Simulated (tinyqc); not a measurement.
Inside a calculation. Method: sp3 tight binding, zinc-blende lattice. Computed by tinyqc, a small Python program that keeps every step. Command: `OMP_NUM_THREADS=1 python tinyqc.py 24456 24457 out.jsonl` (the two numbers bound the seeds that draw the settings). One thread of a shared host (Intel(R) Xeon(R) Processor @ 2.60GHz), about 0.01 s of CPU time with the checks.

## Bloch Hamiltonian at k

Parameters chosen for this model: zinc-blende lattice, anion at 0, cation at a/4 (1,1,1); V = eta hbar^2 / (m d^2), hbar^2/m = 7.619964 eV angstrom^2:
```
parameter          value      unit
a               3.700000  angstrom
d               1.602147  angstrom
Es anion      -19.260000        eV
Ep anion       -7.920000        eV
Es cation     -11.850000        eV
Ep cation      -4.060000        eV
eta ss         -1.320000
eta sp          1.420000
eta pp sigma    2.220000
eta pp pi      -0.630000
V ss           -3.918521        eV
V sp            4.215378        eV
V pp sigma      6.590239        eV
V pp pi        -1.870203        eV
```

k point k (2 pi / a): [-0.490000, -0.580000, -0.770000]

Slater-Koster rules over the four bonds with direction cosines (l, m, n): ss V_ss; s-px l V_sp; px-s -l V_sp; px-px l^2 V_pps + (1 - l^2) V_ppp; px-py l m (V_pps - V_ppp); each times exp(i k.d).

H(k) at k (eV), order a s, a px, a py, a pz, c s, c px, c py, c pz:
```
[[-19.260000, 0.000000, 0.000000, 0.000000, -2.438575-8.062450i, -5.167338-1.467722i, -3.884214-1.952574i, -1.892176-4.008198i],
 [0.000000, -7.920000, 0.000000, 0.000000, 5.167338+1.467722i, 0.591170+1.954533i, -2.192590-4.644565i, -4.500897-2.262577i],
 [0.000000, 0.000000, -7.920000, 0.000000, 3.884214+1.952574i, -2.192590-4.644565i, 0.591170+1.954533i, -5.987737-1.700747i],
 [0.000000, 0.000000, 0.000000, -7.920000, 1.892176+4.008198i, -4.500897-2.262577i, -5.987737-1.700747i, 0.591170+1.954533i],
 [-2.438575+8.062450i, 5.167338-1.467722i, 3.884214-1.952574i, 1.892176-4.008198i, -11.850000, 0.000000, 0.000000, 0.000000],
 [-5.167338+1.467722i, 0.591170-1.954533i, -2.192590+4.644565i, -4.500897+2.262577i, 0.000000, -4.060000, 0.000000, 0.000000],
 [-3.884214+1.952574i, -2.192590+4.644565i, 0.591170-1.954533i, -5.987737+1.700747i, 0.000000, 0.000000, -4.060000, 0.000000],
 [-1.892176+4.008198i, -4.500897+2.262577i, -5.987737+1.700747i, 0.591170-1.954533i, 0.000000, 0.000000, 0.000000, -4.060000]]
```

## Levels at k

Diagonalise the Hermitian matrix.

eigenvalues (eV): [-27.297410, -19.070997, -14.709546, -13.578424, -1.311916, 1.344549, 2.094796, 5.478948]

weights |c|^2 of the basis functions, order a s, a px, a py, a pz, c s, c px, c py, c pz:
```
[[0.639823, 0.075322, 0.015304, 0.002801, 0.218857, 0.009612, 0.008986, 0.029294],
 [0.016076, 0.148571, 0.088025, 0.316099, 0.052082, 0.257580, 0.001448, 0.120120],
 [0.009514, 0.158255, 0.115258, 0.305509, 0.019160, 0.060018, 0.199344, 0.132942],
 [0.002133, 0.164587, 0.387401, 0.002103, 0.102698, 0.037918, 0.169360, 0.133800],
 [0.262604, 0.200444, 0.032761, 0.005352, 0.437591, 0.007771, 0.009964, 0.043513],
 [0.034170, 0.061775, 0.061036, 0.185642, 0.040163, 0.447850, 0.002364, 0.167000],
 [0.022591, 0.076133, 0.092305, 0.178990, 0.020714, 0.104702, 0.319529, 0.185037],
 [0.013090, 0.114912, 0.207909, 0.003504, 0.108735, 0.074549, 0.289005, 0.188295]]
```

## Bloch Hamiltonian at G

k point G (2 pi / a): [0, 0, 0]

As before.

H(k) at G (eV), order a s, a px, a py, a pz, c s, c px, c py, c pz:
```
[[-19.260000, 0.000000, 0.000000, 0.000000, -15.674082, 0.000000, 0.000000, 0.000000],
 [0.000000, -7.920000, 0.000000, 0.000000, 0.000000, 3.799778, 0.000000, 0.000000],
 [0.000000, 0.000000, -7.920000, 0.000000, 0.000000, 0.000000, 3.799778, 0.000000],
 [0.000000, 0.000000, 0.000000, -7.920000, 0.000000, 0.000000, 0.000000, 3.799778],
 [-15.674082, 0.000000, 0.000000, 0.000000, -11.850000, 0.000000, 0.000000, 0.000000],
 [0.000000, 3.799778, 0.000000, 0.000000, 0.000000, -4.060000, 0.000000, 0.000000],
 [0.000000, 0.000000, 3.799778, 0.000000, 0.000000, 0.000000, -4.060000, 0.000000],
 [0.000000, 0.000000, 0.000000, 3.799778, 0.000000, 0.000000, 0.000000, -4.060000]]
```

## Levels at G

As before.

eigenvalues (eV): [-31.661020, -10.251832, -10.251832, -10.251832, -1.728168, -1.728168, -1.728168, 0.551020]

## Bands along a path

The same steps at evenly spaced points between the labelled ones.

Bands along the path (eV):
```
k             band 1      band 2      band 3      band 4     band 5     band 6     band 7    band 8
L         -26.649236  -20.597414  -13.773268  -13.773268  -1.836398   1.793268   1.793268  5.993048
L-G 0.20  -27.474558  -19.480748  -13.508570  -13.508570  -1.665630   1.528570   1.528570  5.530937
L-G 0.40  -29.011662  -17.058077  -12.766790  -12.766790  -1.239059   0.786790   0.786790  4.218798
L-G 0.60  -30.405017  -14.211797  -11.718664  -11.718664  -0.808339  -0.261336  -0.261336  2.335154
L-G 0.80  -31.335827  -11.541925  -10.703129  -10.703129  -1.276871  -1.276871  -1.013196  0.800947
G         -31.661020  -10.251832  -10.251832  -10.251832  -1.728168  -1.728168  -1.728168  0.551020
G-X 0.20  -31.225805  -11.369213  -11.369213  -10.914105  -1.639510  -0.610787  -0.610787  0.689419
G-X 0.40  -29.960254  -13.549053  -13.549053  -12.718193  -1.343877   0.932324   1.569053  1.569053
G-X 0.60  -27.992374  -15.581691  -15.581691  -15.266306  -0.858943   1.027623   3.601691  3.601691
G-X 0.80  -25.608988  -18.067760  -16.953753  -16.953753  -0.299552   0.886301   4.973753  4.973753
X         -24.010312  -19.816336  -17.434501  -17.434501   0.046336   0.690312   5.454501  5.454501
X-W 0.20  -24.010312  -19.816336  -17.434501  -17.434501   0.046336   0.690312   5.454501  5.454501
X-W 0.40  -24.010312  -19.816336  -17.434501  -17.434501   0.046336   0.690312   5.454501  5.454501
X-W 0.60  -24.010312  -19.816336  -17.434501  -17.434501   0.046336   0.690312   5.454501  5.454501
X-W 0.80  -24.010312  -19.816336  -17.434501  -17.434501   0.046336   0.690312   5.454501  5.454501
W         -24.010312  -19.816336  -17.434501  -17.434501   0.046336   0.690312   5.454501  5.454501
```

With 4 band(s) filled, the highest filled level on these points lies at G and the lowest empty one at L: a gap of 8.4154 eV, indirect.
